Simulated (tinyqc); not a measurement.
## Conductivities from two wire lengths

Question. A wire with uniform heating p0 per length and ends at the substrate temperature has theta(L/2) = (p0/g)[1 - 1/cosh(L/(2 LH))], LH = sqrt(kap A/g). Find LH, g and kap.

Inputs (values chosen for the exercise):
```
symbol,value,unit,meaning
A,270,nm^2,cross-section
p0,0.026,uW/nm,heating per length
```

theta at the middle for L = 1400 and 2800 nm (K): 62.986491  129.28257

Solution. With c = cosh(L1/(2 LH)) the longer wire has 2 c^2 - 1. The ratio of the two rises falls steadily from 4 to 1 as c grows, so it fixes c; g and kap follow.

LH = 684.1 nm
g = 0.1500 W/(m K)
kap = 260.0 W/(m K)

Computed by the program tinyqc: `OMP_NUM_THREADS=1 python tinyqc.py 2520135 2520136 out.jsonl`, one thread of a shared Intel Xeon 2.30GHz, about 0.01 s for the whole run.
